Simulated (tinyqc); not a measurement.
# One anharmonic mode: perturbation theory, self-consistent phonons and exact levels, step by step

A worked calculation. Computed by tinyqc, a small Python program that keeps every step. Command: `OMP_NUM_THREADS=1 python tinyqc.py 3006331 3006332 out.jsonl scp walk`. One thread of a shared host (Intel(R) Xeon(R) Processor @ 2.30GHz), about 0.04 s of CPU time with the checks. Intermediate numbers are printed to about 5 digits and carried at full precision; extremes and crossings named in words are read from the listed rows.

V(x) = k x^2/2 + b x^4 for one coordinate x of mass M. A constant K > 0 gives hbar Omega = sqrt((hbar^2/u) K/M) with K in eV/angstrom^2 and M in u.

Inputs (values chosen for the exercise, for a model mode):
```
quantity,value,unit
mode mass M,103,u
harmonic constant k,-1.46,eV/angstrom^2
quartic constant b,125,eV/angstrom^4
temperature T,27,K
mixing,0.2,-
basis size N of the small matrix,4,-
```

Shape: double well.

Constants: hbar^2/u = 4.18015928e-03 eV angstrom^2; k_B = 8.617333262e-05 eV/K.

## Shape of the double well

Minima at x_0 = sqrt(-k/(4 b)), depth k^2/(16 b), curvature -2k there.

x_0 = 0.054037 angstrom

well depth = 1.0658 meV

harmonic quantum in a well = 10.886 meV

depth / zero-point energy of a well = 0.19581

The zero-point energy exceeds the depth, so the ground state spreads over the barrier.

## Self-consistent cycle

Self-consistent phonon, centred at x = 0: K = k + 12 b <x^2>, <x^2> = (hbar Omega/(2K)) coth(hbar Omega/(2 k_B T)). Start at K = |k|; K(new) = K + mixing x (K_out - K), but at least K/20; stop when |K_out - K| < 1e-9 |k| or after 90 steps.

Iterations:
```
step,K (eV/angstrom^2),hbar Omega (meV),K_out,K_out - K
0,1.4600,7.6976,2.7945,1.3345e+00
1,1.7269,8.3716,2.3805,6.5363e-01
2,1.8576,8.6827,2.2176,3.6000e-01
3,1.9296,8.8494,2.1364,2.0680e-01
4,1.9710,8.9437,2.0922,1.2120e-01
5,1.9952,8.9986,2.0670,7.1799e-02
6,2.0096,9.0309,2.0524,4.2787e-02
7,2.0181,9.0501,2.0437,2.5586e-02
8,2.0233,9.0616,2.0386,1.5332e-02
...,...,...,...,...
32,2.0309,9.0787,2.0309,7.5279e-08
33,2.0309,9.0787,2.0309,4.5243e-08
34,2.0309,9.0787,2.0309,2.7191e-08
35,2.0309,9.0787,2.0309,1.6342e-08
36,2.0309,9.0787,2.0309,9.8214e-09
37,2.0309,9.0787,2.0309,5.9027e-09
38,2.0309,9.0787,2.0309,3.5475e-09
39,2.0309,9.0787,2.0309,2.1321e-09
40,2.0309,9.0787,2.0309,1.2814e-09
```

converged (1 yes, 0 no) = 1

self-consistent K = 2.0309 eV/angstrom^2

Converged at step 40.

## Self-consistent results

Its free energy is F = k_B T ln[2 sinh(hbar Omega/(2 k_B T))] + (k - K)<x^2>/2 + 3 b <x^2>^2, an upper bound to the exact one.

self-consistent quantum = 9.0787 meV

self-consistent <x^2> = 0.0023273 angstrom^2

self-consistent free energy = 2.4608 meV

## Hamiltonian in a small basis

Basis: oscillator states n of the constant |k|, with x = s (a + a+), s^2 = hbar Omega/(2|k|); H = hbar Omega (n + 1/2) + (k - |k|) x^2/2 + b x^4, with exact matrix elements of x^2 and x^4.

H (meV), lower triangle (symmetric):
```
,1,2,3,4
1,2.606
2,0.000,13.030
3,1.928,0.000,33.878
4,0.000,11.850,0.000,65.150
```

## Levels in the small basis

Diagonalise H.

levels (meV): [2.488, 10.462, 33.996, 67.718]

## Exact levels and averages

Exact values use 120 basis states: F = -k_B T ln sum exp(-E_n/(k_B T)), and <x^2> is the Boltzmann mean.

lowest exact levels (meV): [2.327, 10.271, 22.576, 36.906, 52.953, 70.417]

E_1 - E_0 = 7.9438 meV

exact free energy = 2.2513 meV

exact <x^2> = 0.0026061 angstrom^2

The self-consistent free energy lies 0.209 meV above the exact one, and its <x^2> is -10.7 % off. The small basis misses E_0 by 0.161 meV.

## Three descriptions against temperature

The classical <x^2> is int x^2 exp(-V/(k_B T)) dx / int exp(-V/(k_B T)) dx (2001 points over six exact widths each way).

Results:
```
T (K),"hbar Omega, self-consistent (meV)","<x^2>, self-consistent","<x^2>, exact","F, self-consistent (meV)","F, exact (meV)","<x^2>, classical"
4.5,8.9100,0.0022774,0.0025033,2.5100,2.3270,0.0025712
11,8.9107,0.0022776,0.0025040,2.5099,2.3268,0.0024257
22,8.9829,0.0022989,0.0025512,2.4930,2.2985,0.0025615
40,9.4545,0.0024417,0.0028059,2.2622,1.9902,0.0028805
71,10.494,0.0027823,0.0033231,1.1303,0.65954,0.0033801
130,12.125,0.0033885,0.0041272,-2.8773,-3.7190,0.0041501
210,13.741,0.0040749,0.0049736,-10.777,-12.070,0.0049803
360,15.867,0.0051092,0.0062086,-30.250,-32.318,0.0062075
```

The self-consistent quantum hardens from 8.91 to 15.87 meV, since a wider spread samples the steep quartic walls, and it is real at all T although k is negative. Its <x^2> misses by -9.0 % at the lowest T and -17.7 % at the highest; the excess in F runs from 0.183 to 2.068 meV. The classical value is 1.03 of the exact one at the lowest T and 1.000 at the highest.

Checks made by the program: dF/dK = 0 at the solution (relative difference below 1e-10).
